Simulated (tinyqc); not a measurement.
What the s* orbital does: sp3s* tight binding with spin-orbit coupling.

sp3s* tight binding, nearest neighbours only: anion (a) at 0, cation (c) at a/4 (1,1,1), orbitals s, px, py, pz, s* on each; k in units of 2 pi/a. With phases e_j = exp(i (pi/2) k.n_j) for n = (1,1,1), (1,-1,-1), (-1,1,-1), (-1,-1,1): g0 = (e1+e2+e3+e4)/4, g1 = (e1+e2-e3-e4)/4, g2 = (e1-e2+e3-e4)/4, g3 = (e1-e2-e3+e4)/4. The diagonal holds the levels Esa, Epa, Exa (s*) and Esc, Epc, Exc. Anion-cation block: <sa|sc> = Vss g0; <sa|xc> = Vsapc g1; <xa|sc> = -Vscpa g1; <xa|xc> = Vxx g0; <xa|yc> = <ya|xc> = Vxy g3, <xa|zc> = <za|xc> = Vxy g2, <ya|zc> = <za|yc> = Vxy g1; <s*a|xc> = Vxapc g1; <xa|s*c> = -Vpaxc g1; y and z take g2 and g3 in place of g1; s-s* and s*-s* vanish.

Spin-orbit coupling acts within the p shell of each atom as (D/3) L.sigma, D = Da or Dc: it puts four states at Ep + D/3 and two at Ep - 2D/3.

Parameters, chosen for this exercise (near a published set for Si, fitted to gaps, whose masses and valley positions are rough; spin-orbit coupling, where it is added without a refit, lifts the valence top and shrinks all gaps by about a third of the splitting; shifted at random, so the results belong to these values and not to a real crystal):
- Esa = -4.202 eV (s level of the anion)
- Epa = 1.718 eV (p level of the anion)
- Esc = -4.202 eV (s level of the cation)
- Epc = 1.718 eV (p level of the cation)
- Exa = 6.68 eV (s* level of the anion)
- Exc = 6.68 eV (s* level of the cation)
- Vss = -8.309 eV (s-s)
- Vxx = 1.719 eV (px-px)
- Vxy = 4.566 eV (px-py)
- Vsapc = 5.723 eV (s anion, p cation)
- Vscpa = 5.723 eV (s cation, p anion)
- Vxapc = 5.385 eV (s* anion, p cation)
- Vpaxc = 5.385 eV (p anion, s* cation)
- Da = 0.043 eV (atomic spin-orbit splitting, anion)
- Dc = 0.043 eV (the same, cation)

The s* couplings Vxapc and Vpaxc are scaled by f; f = 0 is the plain sp3 model. Gaps from the top of the valence band at Gamma; the Delta value is the minimum on (x,0,0), 0.5 <= x <= 1.

Gaps (eV):

| f | Gamma | Delta | L | x of the minimum |
|---|---|---|---|---|
| 0.00 | 3.3950 | 4.0759 | 4.0189 | 0.500 |
| 0.25 | 3.3950 | 3.7856 | 3.8307 | 0.500 |
| 0.50 | 3.3950 | 3.1242 | 3.4088 | 0.562 |
| 0.75 | 3.3950 | 2.1674 | 2.9316 | 0.699 |
| 0.90 | 3.3950 | 1.5551 | 2.6544 | 0.724 |
| 1.00 | 3.3950 | 1.1466 | 2.4785 | 0.732 |
| 1.10 | 3.3950 | 0.7410 | 2.0575 | 0.736 |

The gap at Gamma stays, since g1 to g3 vanish there. From f = 0 to 1 the s* levels lower the Delta value by 2.929 eV and L by 1.540 eV. For f = 0 and 0.25 the least value lies at x = 0.5, the end of the range: any valley further out lies above that value until s* has lowered it enough. The lowest of the three is Gamma at f = 0 and the Delta line at f = 1.

Run: tinyqc, `OMP_NUM_THREADS=1 python tinyqc.py 1451659 1451660 out.jsonl`; Intel(R) Xeon(R) Processor @ 2.30GHz, one thread, shared host; about 0.1 s of CPU time with all checks.
